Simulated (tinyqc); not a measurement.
# Schottky barrier on an n-type semiconductor, non-linear Poisson equation by Newton steps, step by step

Program tinyqc, `OMP_NUM_THREADS=1 python tinyqc.py 2020048 2020049 out.jsonl`; Intel Xeon 2.30GHz, shared host, one thread, about 0.04 s. Printed values are rounded; ~0 in a residual or rate marks an entry under 1e-11 of the largest of its column.

One dimension, metal at x = 0, donor density C(x) = Nd, uniform. Energies are counted from the electron Fermi level of the semiconductor and the conduction-band edge is Ec = -psi, so n = Nc exp(psi/Vt); holes follow the Fermi level of the metal, at -V, so p = Nv exp((V - psi - Eg)/Vt). Ends: psi(0) = V - phiB and psi = Vt ln(Nd/Nc) deep inside. Boltzmann statistics, full ionisation, no current, no image force in the Poisson equation.

Inputs (values chosen for the exercise); band and dielectric values those of a made-up semiconductor:

| symbol | value | unit | meaning |
|---|---|---|---|
| T | 300 | K | temperature |
| Eg | 2.89 | eV | band gap |
| eps_r | 9.55 |  | relative permittivity |
| Nc | 1.84e18 | cm^-3 | conduction-band density of states at T |
| Nv | 5.27e19 | cm^-3 | valence-band density of states at T |
| Nd | 7e16 | cm^-3 | donor density deep in the semiconductor |
| phiB | 1.64 | eV | barrier height |
| V | 0.57 | V | bias of the metal against the semiconductor |

Constants: q = 1.602176634e-19 C, kB = 1.380649e-23 J/K, Vt = kB T/q, eps0 = 8.8541878128e-14 F/cm where lengths are in cm. Results are converted to the units shown.

## End potentials, built-in voltage, Debye length

psi_0 = V - phiB, psi_b = Vt ln(Nd/Nc), Vbi = phiB - Vt ln(Nc/Nd), LD = sqrt(eps0 eps_r Vt/(q Nd)), W = sqrt(2 eps0 eps_r (Vbi - V)/(q Nd)), hole density at the metal p_0 = Nv exp((phiB - Eg)/Vt).

psi_0 = -1.07 V
psi_b = -0.0845108 V
Vbi = 1.55549 V
LD = 13.9611 nm
W for uniform Nd = 121.903 nm
p_0 = 0.0528123 cm^-3

The hole density at the metal is 7.5e-19 times Nd, so holes hardly matter.

## Doping on the mesh

x, node 0 to 11 (nm): [0, 9.3, 20.4, 33.7, 49.7, 68.7, 91.5, 119, 151, 190, 237, 293]

C = Nd, uniform, taken at the nodes.

donor density C, node 0 to 11 (cm^-3): [7e16, 7e16, 7e16, 7e16, 7e16, 7e16, 7e16, 7e16, 7e16, 7e16, 7e16, 7e16]

## Couplings between neighbouring nodes

a_i = eps0 eps_r/h_i for the interval from node i to i + 1, with h_i = x_(i+1) - x_i in cm.

coupling a_i, interval 0 to 10 (F/cm^2): [9.09220e-7, 7.61779e-7, 6.35771e-7, 5.28484e-7, 4.45039e-7, 3.70866e-7, 3.07482e-7, 2.64242e-7, 2.16814e-7, 1.79910e-7, 1.50996e-7]

## Starting potential

The parabola psi_b - (psi_b - psi_0)(1 - x/W)^2 for x < W and psi_b beyond, with psi_0 = V - phiB, psi_b = Vt ln(Nd/Nc), W = sqrt(2 eps0 eps_r (psi_b - psi_0)/(q Nd)).

psi at the start, node 0 to 11 (V): [-1.07000, -0.92537, -0.76776, -0.60044, -0.43024, -0.27222, -0.14581, -0.08507, -0.08451, -0.08451, -0.08451, -0.08451]

## Iteration 1: densities, residual and Jacobian diagonal

n_i = Nc exp(psi_i/Vt), p_i = Nv exp((V - psi_i - Eg)/Vt), rho_i = p_i - n_i + C_i, g_i = (n_i + p_i)/Vt. Box widths w_i = (h_(i-1) + h_i)/2 in cm. Residual F_i = a_i (psi_(i+1) - psi_i) - a_(i-1) (psi_i - psi_(i-1)) + q rho_i w_i; Jacobian: a_(i-1) and a_i beside the diagonal, b_i = -a_(i-1) - a_i - q g_i w_i on it. The two end nodes are fixed.

n, node 0 to 11 (cm^-3): [1.94809, 523.967, 2.32804e5, 1.50626e8, 1.08935e11, 4.91680e13, 6.53638e15, 6.85034e16, 7e16, 7e16, 7e16, 7e16]
p, node 0 to 11 (cm^-3): [0.0528123, 1.96354e-4, 4.41931e-7, 6.83035e-10, 9.44445e-13, 2.09248e-15, 1.57401e-17, 1.50187e-18, 1.46976e-18, 1.46976e-18, 1.46976e-18, 1.46976e-18]
residual F, node 1 to 10 (C/cm^2): [~0, ~0, -3.53549e-17, -3.05433e-14, -1.64641e-11, -2.63382e-9, -1.78152e-8, -1.47634e-10, ~0, ~0]
diagonal b, node 1 to 10 (F/cm^2): [-1.67100e-6, -1.39755e-6, -1.16425e-6, -9.73525e-7, -8.16543e-7, -7.80229e-7, -1.83476e-6, -2.02113e-6, -2.26217e-6, -2.56510e-6]

## Iteration 1: Newton step

Solve the tridiagonal system a_(i-1) d_(i-1) + b_i d_i + a_i d_(i+1) = -F_i for nodes 1 to 10, with d = 0 on fixed nodes. Each component d is damped to sign(d) Vt ln(1 + |d|/Vt) before it is added.

Newton step d, before damping, node 1 to 10 (V): [-0.0012898, -0.0028293, -0.0046740, -0.0068931, -0.0095282, -0.0126623, -0.0120722, -0.0016686, -0.0001608, -0.0000113]
psi after iteration 1, node 0 to 11 (V): [-1.07000, -0.92663, -0.77045, -0.60473, -0.43635, -0.28033, -0.15611, -0.09498, -0.08613, -0.08467, -0.08452, -0.08451]

## Course of the Newton iteration

Stop when the largest undamped |d| is below 1e-9 V, or after 80 iterations.

Course of the iteration:
```
iteration  largest |F| (C/cm^2)  largest |d| (V)  at node
1                       1.78e-8           0.0127        6
2                       5.35e-9          4.82e-3        7
3                      7.65e-10          7.62e-4        7
4                      1.94e-11          1.92e-5        7
5                      1.27e-14          1.22e-8        7
6                      5.23e-21         4.87e-15        7
```

Converged in 6 iterations. Once the step is below 0.1 Vt, 3 more iteration(s) reach the threshold: near the solution the error is roughly squared each time.

## Converged densities, field and barrier lowering

converged psi, node 0 to 11 (V): [-1.07000, -0.92692, -0.77117, -0.60608, -0.43855, -0.28371, -0.16109, -0.10017, -0.08665, -0.08472, -0.08453, -0.08451]

n and p as above; E_i = -(psi_(i+1) - psi_i)/h_i; at the metal |E_0| = |E on interval 0| + q rho_0 (h_0/2)/(eps0 eps_r), rho_0 = p_0 - n_0 + C_0; image-force lowering dphi = sqrt(q |E_0|/(4 pi eps0 eps_r)).

n, node 0 to 11 (cm^-3): [1.94809, 493.367, 2.04016e5, 1.21116e8, 7.89777e10, 3.15231e13, 3.61987e15, 3.81996e16, 6.44524e16, 6.94433e16, 6.99608e16, 7e16]
p, node 0 to 11 (cm^-3): [0.0528123, 2.08533e-4, 5.04290e-7, 8.49462e-10, 1.30268e-12, 3.26374e-15, 2.84218e-17, 2.69330e-18, 1.59627e-18, 1.48154e-18, 1.47058e-18, 1.46976e-18]
field E, interval 0 to 10 (kV/cm): [-153.845, -140.316, -124.134, -104.703, -81.492, -53.784, -22.152, -4.226, -0.494, -0.041, -0.003]
|E_0| at the metal = 160.012 kV/cm
image-force lowering = 49.1191 mV

A mesh of about 1000 nodes or more gives |E_0| = 159.6 kV/cm; the 12-node value is 0.29 % above it.

## Check against the first integral

First integral for uniform doping: E_0^2 = (2 q/(eps0 eps_r)) [Nd (U - Vt + Vt exp(-U/Vt)) + Vt p_0], U = Vbi - V, Vbi = phiB - Vt ln(Nc/Nd), p_0 = Nv exp((phiB - Eg)/Vt) (deep holes neglected). Image-force lowering dphi = sqrt(q E_0/(4 pi eps0 eps_r)), at x_m = sqrt(q/(16 pi eps0 eps_r E_0)). Depletion approximation: E = sqrt(2 q Nd U/(eps0 eps_r)).

E_0 = 159.550 kV/cm
dphi = 49.0481 mV
x_m = 1.53708 nm
field in the depletion approximation = 161.685 kV/cm

The depletion approximation is 1.3 % above the exact field. The lowering is 1.9 Vt, a factor of 6.67 in a thermionic current.
